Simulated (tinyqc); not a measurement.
Worked calculation: switching kinetics of a ferroelectric film and the memory window of a ferroelectric gate stack. Computed by tinyqc, a small Python program that keeps every step. Command: `OMP_NUM_THREADS=1 python tinyqc.py 3007757 3007758 out.jsonl feswitch walk`. One thread of a shared host (Intel(R) Xeon(R) Processor @ 2.30GHz), about 0.01 s of CPU time with the checks. Intermediate numbers are printed to about 6 digits and carried at full precision; extremes and crossings named in words are read from the listed rows.

Fields in MV/cm; 1 microcoulomb/cm^2 over eps_0 is 11.29409 MV/cm. In the stack (metal, ferroelectric, interlayer, channel) the channel is taken as a conductor.

Inputs (values chosen for the exercise, for a model film): saturation polarisation P_s = 16 microcoulomb/cm^2; ratio P_r/P_s = 0.91; coercive field E_c = 1 MV/cm; permittivity of the ferroelectric eps_F = 21; thickness t_F = 6.7 nm; permittivity of the interlayer eps_I = 5.5; interlayer thickness t_I = 0.95 nm; share s of P screened by trapped charge = 0.64; pulse height V = 4.2 V; time constant t_inf = 2.4e-10 s; activation field E_a = 7.3 MV/cm; Merz exponent alpha = 1; dimension n = 3; half width w of log10 t = 0.55; pulse length t_p = 3.2e-08 s; breakdown field of the interlayer = 18 MV/cm.

Kinetics: Kolmogorov-Avrami-Ishibashi (KAI).

## The hysteresis loop

Saturated branches: P(E) = P_s tanh[(E -/+ E_c)/(2 delta)], delta = E_c/ln[(1 + P_r/P_s)/(1 - P_r/P_s)]; D = P + eps_0 eps_F E.

delta = 0.327327 MV/cm

P on both branches (microcoulomb/cm^2) at E/E_c = -3, -2, -1, -0.5, 0, 0.5, 1, 1.5, 2, 3:
```
E (MV/cm)  rising branch  falling branch
-3.0            -15.9998        -15.9291
-2.0            -15.9967        -14.5600
-1.0            -15.9291          0.0000
-0.5            -15.6760         10.2926
0.0             -14.5600         14.5600
0.5             -10.2926         15.6760
1.0               0.0000         15.9291
1.5              10.2926         15.9846
2.0              14.5600         15.9967
3.0              15.9291         15.9998
```

peak differential permittivity eps_F + P_s/(2 delta eps_0) = 297.032

## Memory window

At threshold the channel charge is negligible, so D = 0 on each branch: (1 - s) P(E) + eps_0 eps_F E = 0, with the screened share s. The rising branch has the root E0 between 0 and E_c; window = 2 E0 t_F; its upper bound is 2 E_c t_F.

field E0 = 0.822024 MV/cm

memory window = 1.10151 V

bound 2 E_c t_F = 1.34 V

fixed-charge estimate 2 (1 - s) P_r t_F/(eps_0 eps_F) = 3.77747 V

Charge and coercive field both limit the window.

## Fields in the stack

Series stack: V = E_F t_F + E_I t_I and eps_I E_I = eps_F E_F + (1 - s) P/eps_0. Before switching P = -P_r, after it P = +P_s; in retention V = 0 and P = +P_r.

E_F before switching = 5.05703 MV/cm

E_F after switching = 2.97885 MV/cm

E_I after switching = 23.2018 MV/cm

depolarising field in retention = 0.990126 MV/cm

depolarising field over E_c = 0.990126

The interlayer field exceeds its breakdown field. Caution: the interlayer field exceeds its breakdown field, so charge injection would change the fields.

## Switched share after the pulse

Merz's law: t1 = t_inf exp[(E_a/E)^alpha] at the mean of the fields before and after switching. KAI: switched share = 1 - exp[-(t/t1)^n].

mean field = 4.01794 MV/cm

switching time t1 = 1.47659e-09 s

switched share = 1

t_p is 22 t1. A field higher by 10 % would shorten t1 by a factor 1.2. Caution: the field changes much during switching, so one mean field is a crude stand-in.

## KAI against NLS in time

KAI: 1 - exp[-(t/t1)^n]. NLS: the same kernel averaged over the Lorentzian F = (1/pi) w/[(z - log10 t1)^2 + w^2] in z = log10 tau.

Switched share:
```
log10(t/t1)      KAI       NLS
-3.0         0.00000  0.059580
-2.0         0.00000  0.089808
-1.0         0.00100  0.177159
-0.5         0.03113  0.303493
-0.2         0.22212  0.436560
0.0          0.63212  0.541792
0.2          0.98133  0.641106
0.5          1.00000  0.751790
1.0          1.00000  0.847746
2.0          1.00000  0.917304
3.0          1.00000  0.943632
```

KAI goes from 10 to 90 % within 0.45 decades of time; a Lorentzian of this width needs about 2 w tan(0.4 pi) = 3.4 decades. Three decades after t1, 5.6 % of the NLS film has not switched, and three decades before it 6.0 % already has: the tails set write margins and disturb errors.

## Interlayer thickness

Series stack: V = E_F t_F + E_I t_I and eps_I E_I = eps_F E_F + (1 - s) P/eps_0. E_I is for P = +P_s at the pulse height, the depolarising field for P = +P_r at V = 0; V needed puts E_F = 1.5 E_c after switching.

Stack against t_I:
```
t_I (nm)  E_F after (MV/cm)  E_I (MV/cm)  depolarising field / E_c  V needed (V)
0.3                 4.90113      30.5414                   0.41158       1.53166
0.5                 4.19162      27.8323                   0.62512       1.88276
0.8                 3.33564      24.5641                   0.88275       2.40942
1.2                 2.46471      21.2387                   1.14487       3.11163
1.6                 1.80147      18.7063                   1.34448       3.81384
2.0                 1.27954      16.7135                   1.50156       4.51605
3.0                 0.35892      13.1984                   1.77864       6.27158
```

Each nanometre of interlayer costs 1.76 V, against 0.15 V for a nanometre of ferroelectric. The depolarising field grows from 0.41 to 1.78 E_c. At E_F = 1.5 E_c the interlayer carries (1.5 eps_F E_c + (1 - s) P_s/eps_0)/eps_I = 17.6 MV/cm whatever its thickness. Caution: rows with E_I above the breakdown field of the interlayer cannot be reached without charge injection. Caution: where E_F after switching is below E_c the switching stalls before P_s, and where the depolarising field exceeds E_c the state switches back, so those rows describe states that are not held.

Checks made by the program: the remanence (relative difference below 1e-10).
